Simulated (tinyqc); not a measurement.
Finite square well with mass mismatch (envelope functions), step by step. Values are carried at full precision from step to step, so a last printed digit may differ when a step is redone from the rounded ones.

A square well of width L and depth V0, mass mw inside and mb outside, energies from the bottom of the well, c = hbar^2/2m0. k = sqrt(mw E/c), kappa = sqrt(mb (V0 - E)/c). psi and psi'/m are continuous at the walls (BenDaniel-Duke), so level n solves k L + 2 atan[(k/mw)/(kappa/mb)] = n pi.

Constants: hbar^2/2m0 = 3.80998211 eV angstrom^2.

Inputs chosen for the exercise (near those of the light valleys of a Si film in SiO2; shifted at random, so the results belong to these values and not to a real crystal):
- L = 21 angstrom (well width)
- V0 = 2.972 eV (barrier height)
- mw = 0.19 m0 (mass in the well)
- mb = 0.496 m0 (mass in the barrier)
- alpha_w = 0.48 1/eV (non-parabolicity in the well)
- alpha_b = 0.17 1/eV (non-parabolicity in the barrier)

## How many levels are bound

At E = V0 the arctangent equals pi/2, so level n is bound if k0 L > (n - 1) pi with k0 = sqrt(mw V0/c). Compare with the infinitely deep well, E1(hard) = c (pi/L)^2/mw.

k0 = 0.38498 1/angstrom
k0 L/pi = 2.5734
number of bound levels = 3
E1(hard) = 0.4488 eV

The count does not depend on mb. One more level binds at L = 24.5 angstrom.

## The lowest level by bisection

f(E) = k L + 2 atan[(k/mw)/(kappa/mb)] - pi rises with E. Twelve halvings of [0, V0]: keep the half in which f changes sign.

Bisection:
```
step  low (eV)  high (eV)  midpoint (eV)        k    kappa        f
1      0.00000    2.97200        1.48600  0.27222  0.43983   4.6082
2      0.00000    1.48600        0.74300  0.19249  0.53868   2.4020
3      0.00000    0.74300        0.37150  0.13611  0.58185   0.8132
4      0.00000    0.37150        0.18575  0.09625  0.60227  -0.3300
5      0.18575    0.37150        0.27863  0.11788  0.59214   0.2923
6      0.18575    0.27863        0.23219  0.10761  0.59723  -0.0026
7      0.23219    0.27863        0.25541  0.11286  0.59469   0.1484
8      0.23219    0.25541        0.24380  0.11026  0.59596   0.0738
9      0.23219    0.24380        0.23799  0.10894  0.59659   0.0359
10     0.23219    0.23799        0.23509  0.10828  0.59691   0.0167
11     0.23219    0.23509        0.23364  0.10794  0.59707   0.0071
12     0.23219    0.23364        0.23291  0.10777  0.59715   0.0023
```

After twelve halvings the bracket is V0/4096 = 0.726 meV wide.

## Bound levels

Solve the condition for each n (six at most). With A = cos(kL/2) for even and sin(kL/2) for odd levels, the probability in the barriers is Pb = (A^2/kappa)/(A^2/kappa + L/2 +/- sin(kL)/(2k)), + for even.

Levels:
```
n  parity  E (eV)  k (1/angstrom)  kappa (1/angstrom)      Pb
1    even  0.2326         0.10770             0.59719  0.0211
2     odd  0.9625         0.21909             0.51147  0.0784
3    even  2.2141         0.33229             0.31411  0.1971
```

The lowest level lies at 52 % of the infinite-well value and decays into the barrier over 1/kappa = 1.7 angstrom. Above about 0.5 eV (from level 2 on) a parabolic band is a rough model.

## Mass in the plane and density of states

To first order in the in-plane energy, 1/m_par = (1 - Pb)/mw + Pb/mb for each subband. Each adds a step D = m_par/(2 pi c) to the density of states per area (spin included, one valley); 1/angstrom^2 = 1e16/cm^2.

Subbands:
```
n  m_par (m0)  D (1e13/(eV cm^2))
1      0.1925               8.042
2      0.1997               8.340
3      0.2163               9.036
```

The mass is taken as isotropic here; the valleys of Si are not, and in the plane they have sqrt(ml mt), about 0.42 m0, so their real steps are about twice as large.

## Levels with energy-dependent masses

Non-parabolic bands: mw is replaced by mw (1 + alpha_w E) and mb by mb (1 - alpha_b (V0 - E)), in k, kappa and the matching condition alike.

Solve the same condition with the energy-dependent masses, and list the shift from the parabolic levels that exist in both.

Levels:
```
n  E (eV)  mass inside  mass outside  shift (meV)
1  0.2509       0.2129        0.2666         18.3
2  0.8384       0.2665        0.3161       -124.1
3  1.5589       0.3322        0.3768       -655.2
4  2.3145       0.4011        0.4406            -
5  2.9715       0.4610        0.4960            -
```

Level 1 moves by +18.3 meV and level 3 by -655.2 meV. The lighter mass deep in the barrier hardens the wall for low levels; the heavier mass in the well wins higher up. The heavier mass inside raises k at E = V0, which binds further levels (2 of them among the six at most that are listed).

## Checks

- Lowest level by finite differences (200 cells across the well) against the matching condition, eV: 0.2325 against 0.2326.

Run: tinyqc, `OMP_NUM_THREADS=1 python tinyqc.py 1250819 1250820 out.jsonl`; Intel(R) Xeon(R) Processor @ 2.30GHz, one thread, shared host; about 0.01 s of CPU time with all checks.
